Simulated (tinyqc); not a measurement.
Density of states of one tight-binding band on the triangular lattice: one step. Histogram. Two cases, with inputs chosen for the exercise.

Problem. Count the points in equal bins from E_lo to E_hi; g = count/(all points x bin width).

Case 1.

Values chosen:
- bins = 10 (bins of the histogram)
- E_lo = -2.013 eV (lower end of the histogram)
- E_hi = 1.017 eV (upper end)

Distinct energies:
```
E_k (eV)   points
-1.920000       1
-0.640000       6
0.640000        9
```

Case 2.

Values chosen:
- bins = 8 (bins of the histogram)
- E_lo = -13.313 eV (lower end of the histogram)
- E_hi = 6.717 eV (upper end)

Distinct energies:
```
E_k (eV)    points
-13.260000       1
-4.420000        6
4.420000         9
```

Give: Histogram.

Solution.

Case 1.

Histogram:
```
from (eV)  to (eV)  points  g (1/eV)
-2.0130    -1.7100       1    0.2063
-1.7100    -1.4070       0    0.0000
-1.4070    -1.1040       0    0.0000
-1.1040    -0.8010       0    0.0000
-0.8010    -0.4980       6    1.2376
-0.4980    -0.1950       0    0.0000
-0.1950     0.1080       0    0.0000
0.1080      0.4110       0    0.0000
0.4110      0.7140       9    1.8564
0.7140      1.0170       0    0.0000
```

Empty bins: 7 of 10; the fullest holds 9 points. Empty bins inside the band come from the coarse mesh, not from gaps.

Case 2.

Histogram:
```
from (eV)   to (eV)  points  g (1/eV)
-13.3130   -10.8093       1    0.0250
-10.8093    -8.3055       0    0.0000
-8.3055     -5.8018       0    0.0000
-5.8018     -3.2980       6    0.1498
-3.2980     -0.7943       0    0.0000
-0.7943      1.7095       0    0.0000
1.7095       4.2133       0    0.0000
4.2133       6.7170       9    0.2247
```

Empty bins: 5 of 8; the fullest holds 9 points. Empty bins inside the band come from the coarse mesh, not from gaps.

Computed by tinyqc, one run a case: `OMP_NUM_THREADS=1 python tinyqc.py N N+1 out.jsonl` with N = 1652761, 1680166; one thread of a shared Intel(R) Xeon(R) Processor @ 2.30GHz, about 0.09 s a run at most.
